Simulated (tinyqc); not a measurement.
Random telegraph noise from one oxide trap in a small MOSFET: time constants and noise against gate voltage.

An acceptor-like trap exchanges electrons with the channel. Inversion charge Q = Cox u, u = n Vt W0(exp((Vg - VT)/(n Vt))), W0 the Lambert function, n = nf, Cox = eps0 eox/tox; linear regime Id = (W/L) mu Q Vd. Relative to threshold the surface potential rises by Vt ln(u/u0) and the oxide voltage by the rest of Vg - VT, with u0 = n Vt W0(1).

N = Cox u/q; dpsi = Vt ln(u/u0); E = E0 - dpsi - (xt/tox)(Vg - VT - dpsi); capture time tc = 1/[(N/zi) vth s0 exp(-xt/lt - EB/Vt)]; emission time te = tc exp(-E/Vt); occupancy te/(tc + te). A = W L; threshold step dV = q (1 - xt/tox)/(Cox A); gm/Id = 1/(u + n Vt); relative step dI/I = (gm/Id) dV + asc mu/A. fc = (1/tc + 1/te)/(2 pi); rms = (dI/I) sqrt(tc te)/(tc + te).

Inputs (values chosen for the exercise); values of the order met in silicon transistors: temperature T = 300 K; relative permittivity of the gate insulator (close to silicon dioxide) eox = 3.9; insulator thickness tox = 2.4 nm; depth of the trap from the channel interface xt = 0.42 nm; trap level above the channel Fermi level at threshold E0 = 0 eV; capture prefactor s0 = 9e-16 cm^2; capture barrier (lattice relaxation) EB = 0.19 eV; tunnelling decay length lt = 0.18 nm; thermal velocity vth = 2.3e7 cm/s; thickness of the inversion layer zi = 2 nm; threshold voltage VT = 0.24 V; body factor nf = 1.38; gate width W = 160 nm; gate length L = 21 nm; mobility mu = 140 cm^2/(V s); scattering coefficient of the charged trap asc = 3.8e-16 V s; drain voltage Vd = 0.02 V.

Constants: q = 1.602176634e-19 C, kB = 1.380649e-23 J/K, Vt = kB T/q, eps0 = 8.8541878128e-14 F/cm where lengths are in cm. Results are converted to the units shown.

Time constants and noise against gate voltage:
```
Vg (V)    E (eV)    tc (s)    te (s)  occupancy  dI/I (%)  fc (Hz)  rms dI/I (%)
0         0.1734  4.043e-4  4.939e-7   0.001220     7.813  3.227e5        0.2727
0.06      0.1271  7.561e-5  5.528e-7   0.007258     7.774  2.900e5        0.6599
0.12     0.08136  1.445e-5  6.212e-7    0.04121     7.574  2.672e5         1.506
0.18     0.03766  3.048e-6  7.101e-7     0.1890     6.772  2.764e5         2.651
0.24           0  8.529e-7  8.529e-7     0.5000     5.049  3.732e5         2.524
0.3     -0.02928  3.535e-7  1.097e-6     0.7563     3.394  5.952e5         1.457
0.36    -0.05232  1.964e-7  1.486e-6     0.8833     2.372  9.173e5        0.7616
0.42    -0.07167  1.297e-7  2.075e-6     0.9412     1.779  1.304e6        0.4186
0.48    -0.08884  9.488e-8  2.948e-6     0.9688     1.415  1.731e6        0.2459
```

What does the comparison show?

tc falls from 4.04e-4 to 9.49e-8 s as the channel fills and te rises from 4.94e-7 to 2.95e-6 s; they are equal at Vg = 0.240 V, where E = 0. The rms noise goes from 0.273 through a maximum of 2.65 (at Vg = 0.18 V among the rows listed) to 0.246 %. The slope -Vt d ln(tc/te)/dVg is 0.771 between the first two rows and 0.286 between the last two; it tends to xt/tox = 0.175 only when the surface potential stops moving.

Range of the model: VT is taken as given; short-channel effects and the uneven flow of current among few electrons are left out.

tinyqc, about 0.01 s, one thread, Intel Xeon 2.30GHz (shared host): `OMP_NUM_THREADS=1 python tinyqc.py 2710151 2710152 out.jsonl`
